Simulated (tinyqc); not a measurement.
Stress in a transistor channel from embedded alloy regions, liners and fins, by half-space elasticity: one step, computed by the program tinyqc.

Plane strain in an isotropic half-space, the same constants everywhere; x along the channel from its centre, y downwards from the free surface; stress is positive in tension.

Task: Relaxation at the ends of a cut stripe. Shear-lag estimate for a stripe of length l and height h on a like substrate: the stress along it is s(x)/s_film = 1 - cosh(x/lam)/cosh(l/(2 lam)), lam = (pi/2) g h with g = 1.258; mean = 1 - (2 lam/l) tanh(l/(2 lam)).

Inputs (values chosen for the exercise, modelled on silicon): length of a cut fin or stripe = 200 nm; height of the strained layer h = 44 nm.

Give: transfer length lam; share kept at the centre; share kept on average.

Result:

transfer length lam = 86.947 nm

share kept at the centre = 0.42449

share kept on average = 0.28895

Cutting has released much of the strain.
